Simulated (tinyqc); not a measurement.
Binding against position: donor or exciton in a quantum well (variational effective-mass method). Computed by tinyqc, a small Python program. Command: `OMP_NUM_THREADS=1 python tinyqc.py 3006047 3006048 out.jsonl welldonor walk`. One thread of a shared host (Intel(R) Xeon(R) Processor @ 2.30GHz), about 0.1 s of CPU time with the checks.

H = -nabla^2 - 2/|r - r_i| + V(z) in effective units; trial function psi = f(z) exp(-|r - r_i|/lambda), f the ground state of the well. Mass and screening are the same in well and barrier; l = L/a* is the width in effective units. Bands are flat: no polarisation or applied field.

Inputs (values chosen for the exercise, modelled on CdTe):
```
quantity                 value  unit
electron mass m          0.094   m_0
dielectric constant eps   10.5     -
well width L               3.2    nm
barrier height V_0        0.42    eV
```

Centre: donor. Barriers: finite.

Constants: Ry = 13.605693123 eV; a_0 = 0.529177210903 angstrom.

Method:
- Ry* = Ry m/eps^2, a* = a_0 eps/m; l = L/a*.
- k solves k tan(k l/2) = sqrt(v - k^2), v = V_0/Ry*, 0 < k l/2 < pi/2 (bisection); f = cos(k z) inside and cos(k l/2) exp(-kappa (|z| - l/2)) outside, kappa = sqrt(v - k^2); subband energy k^2 Ry*.
- Binding E_b(lambda) = -1/lambda^2 + 4 A/(lambda B), with A = int f^2 exp(-2 s/lambda) dz, B = int f^2 exp(-2 s/lambda)(1 + 2 s/lambda) dz and s = |z - z_i|; 40 Gauss-Legendre points on each piece between the walls at z = -l/2 and l/2 and z_i, and out to 12/(kappa + 1/lambda) beyond the walls.
- Each row maximises over lambda (golden section, 0.3 to 4).

l = 0.541362

Ry* = 11.6003 meV

Against position:
```
z_i/L  lambda (a*)  binding (Ry*)  binding (meV)
0.0        0.80132         2.2690         26.322
0.1        0.80832         2.2402         25.987
0.2        0.82977         2.1578         25.032
0.3        0.86657         2.0337         23.591
0.4        0.91893         1.8849         21.866
0.5        0.98478         1.7305         20.074
```

What follows from these numbers?

From the centre to the wall the binding falls from 26.322 to 20.074 meV, 76 % of the centre value, since the walls keep the electron away from an off-centre ion; uniform doping thus gives a band of levels 6.248 meV wide, with a peak in its density at the centre value, where the slope vanishes.

Extremes, crossings and ranges named in words are read from the listed rows.
